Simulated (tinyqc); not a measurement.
Inside a calculation. Method: Hubbard ring of 6 sites. Computed by tinyqc, a small Python program that keeps every step. Settings: hopping = 1.4, U = 9.6, mixing = 0.2, iteration cap = 77. Command: `OMP_NUM_THREADS=1 python tinyqc.py 20336 20337 out.jsonl` (the two numbers bound the seeds that draw the settings). One thread of a shared host (Intel(R) Xeon(R) Processor @ 2.60GHz), about 0.3 s of CPU time with the checks. Later iterations appear only in the table of the cycle.

## Mean-field iteration 1

one-body matrix (hopping and site energies) (eV):
```
          1         2         3         4         5         6
1  -0.30000  -1.40000   0.00000   0.00000   0.00000  -1.40000
2  -1.40000   0.77000  -1.40000   0.00000   0.00000   0.00000
3   0.00000  -1.40000   0.11000  -1.40000   0.00000   0.00000
4   0.00000   0.00000  -1.40000   0.40000  -1.40000   0.00000
5   0.00000   0.00000   0.00000  -1.40000   0.75000  -1.40000
6  -1.40000   0.00000   0.00000   0.00000  -1.40000  -0.65000
```

U = 9.60000 eV

electrons, up and down: 4  3

mixing = 0.20000

n(up) at the start (a guess, not normalised): 1 0.96700, 2 0.36700, 3 0.96700, 4 0.36700, 5 0.96700, 6 0.36700

n(down) at the start (a guess): 1 0.20000, 2 0.80000, 3 0.20000, 4 0.80000, 5 0.20000, 6 0.80000

H(up) = T + U n(down), H(down) = T + U n(up); fill the lowest levels; n(new) = n + mixing (n(out) - n); E = tr T (rho up + rho down) + U sum n_up n_down of the output.

levels, up (eV): 0.80778  1.56016  2.14602  7.59558  8.55013  9.22033

levels, down (eV): 2.20045  3.28258  3.80877  9.44170  9.98493  10.78076

energy = 7.68559 eV

n(up) after iteration 1: 1 0.96537, 2 0.31048, 3 0.96104, 4 0.32281, 5 0.95993, 6 0.48197

n(down) after iteration 1: 1 0.17831, 2 0.81965, 3 0.17806, 4 0.82379, 5 0.17324, 6 0.82694

## Mean-field iteration 2

As before.

levels, up (eV): 0.64684  1.37222  1.92780  7.81526  8.74137  9.37652

levels, down (eV): 2.55860  3.28982  3.56973  9.43843  9.89808  10.74069

energy = 7.48988 eV

n(up) after iteration 2: 1 0.96473, 2 0.26426, 3 0.95730, 4 0.28465, 5 0.95604, 6 0.57429

n(down) after iteration 2: 1 0.16186, 2 0.83814, 3 0.15885, 4 0.84427, 5 0.15290, 6 0.84398

## Convergence

Each step fills the lowest levels of T + U n(other spin) and sets n(new) = n + mixing (n(out) - n); stop when output and input agree to 1e-8.

Course of the cycle:
```
iteration     E (eV)  largest |n(out) - n(in)|  mean |n_up - n_down|
1          7.6855869                  5.75e-01               0.69558
2          7.4898756                  4.62e-01               0.70896
3          7.3318196                  3.74e-01               0.72028
4          7.2016373                  3.07e-01               0.73004
5          7.0945210                  2.53e-01               0.73834
6          7.0079449                  2.09e-01               0.74518
7          6.9398608                  1.73e-01               0.75067
8          6.8878888                  1.43e-01               0.75498
9          6.8492864                  1.18e-01               0.75832
10         6.8212541                  9.70e-02               0.76089
11         6.8012424                  9.67e-02               0.76286
...              ...                       ...                   ...
67         6.7540003                  5.58e-05               0.76866
68         6.7540003                  4.88e-05               0.76866
69         6.7540003                  4.27e-05               0.76866
70         6.7540003                  3.73e-05               0.76866
71         6.7540003                  3.26e-05               0.76866
72         6.7540003                  2.85e-05               0.76866
73         6.7540003                  2.50e-05               0.76866
74         6.7540003                  2.19e-05               0.76866
75         6.7540003                  1.91e-05               0.76866
76         6.7540003                  1.67e-05               0.76866
77         6.7540003                  1.46e-05               0.76866
```

Not converged within 77 iterations: the residual falls steadily but slowly, by a factor of about 0.87 a step. The lowest mean-field energy found from random starts is 6.82037 eV. Reruns (cap 100 unless said): mixing 0.5: converged in 48 (E = 6.75400); mixing 0.9: converged in 23 (E = 6.75400); the original settings with a cap of 400: converged in 133 (E = 6.75400).

## Exact diagonalisation (300 states)

Lowest levels of the sector, and the double occupancy of the lowest state.

lowest levels (eV): 5.68919  5.82091  6.43938  6.74094  6.93268  7.20073

double occupancy per site = 0.20041

## The lowest level by Lanczos steps

From a random start vector (not printed): a_j = <q_j|H|q_j>, b_j = norm of the remainder after orthogonalising; the Ritz value is the lowest eigenvalue of the tridiagonal matrix of a and b so far.

Lanczos:
```
j   a_j (eV)  b_j (eV)  lowest Ritz value (eV)
1   18.54847   7.60777              18.5484720
2   19.65863   8.85412              11.4755537
3   19.89255   6.31547               7.7955300
4   20.98289   8.23433               6.9316181
5   21.38330   8.34208               6.4972754
6   19.40410   7.05860               6.1260173
7   21.76751   7.93293               5.9069660
8   21.83495   7.39982               5.7870250
9   21.23134   6.91766               5.7297360
10  21.74756   7.65587               5.7076967
```
